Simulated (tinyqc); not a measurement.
What each parameter does: quasiparticle equation with a plasmon-pole self-energy for two band edges.

For each edge E = e + X + Sc(E), with the correlation part Sc(E) = A[0]/(E - a + w) + A[1]/(E - b - w); a and b are the valence and conduction energies that enter the Green function (a = ev, b = ec in the one-shot scheme). Z = 1/(1 - dSc/dE), dSc/dE = -A[0]/(E - a + w)^2 - A[1]/(E - b - w)^2.

Parameters, chosen for this exercise (scales of the order of those of diamond; the results hold for these values, not for the real material):

| symbol | value | unit | meaning |
|---|---|---|---|
| ev | 0 | eV | mean-field valence top |
| ec | 4.03 | eV | mean-field conduction edge |
| w | 26.9 | eV | pole energy |
| Av | (151.3, 84.3) | eV^2 | weights of the valence state on the hole and electron poles |
| Ac | (58.4, 131.8) | eV^2 | the same for the conduction state |
| Xv | -4.04 | eV | exchange minus the mean-field potential, valence |
| Xc | 3.91 | eV | the same, conduction |

Exact one-shot edges and Z of the valence state there.

Results for these values:

| case | Ev (eV) | Ec (eV) | gap (eV) | Z |
|---|---|---|---|---|
| base | -0.8764 | 4.7506 | 5.6271 | 0.7653 |

What happens to each result for Ac = (58.4, 138.39) eV^2, all else kept?

Answer: Ev does not change at the printed digits; Ec falls from 4.7506 to 4.5507; gap falls from 5.6271 to 5.4272; Z does not change at the printed digits.

The same for each parameter in turn:

| case | Ev (eV) | Ec (eV) | gap (eV) | Z |
|---|---|---|---|---|
| base | -0.8764 | 4.7506 | 5.6271 | 0.7653 |
| w = 28.25 eV | -1.0162 | 4.8902 | 5.9064 | 0.7812 |
| Xv = -4.14 eV | -0.9529 | 4.7506 | 5.7036 | 0.7647 |
| Xc = 4.01 eV | -0.8764 | 4.8306 | 5.7070 | 0.7653 |
| ec = 4.13 eV | -0.8701 | 4.8460 | 5.7161 | 0.7656 |
| Av = (158.86, 84.3) eV^2 | -0.6558 | 4.7506 | 5.4064 | 0.7604 |
| Ac = (58.4, 138.39) eV^2 | -0.8764 | 4.5507 | 5.4272 | 0.7653 |

Computed by tinyqc, a small Python program: `OMP_NUM_THREADS=1 python tinyqc.py 1850818 1850819 out.jsonl` (the numbers bound the seed that draws the inputs); one thread of a shared host (Intel(R) Xeon(R) Processor @ 2.30GHz), about 0.01 s for the whole set of steps.
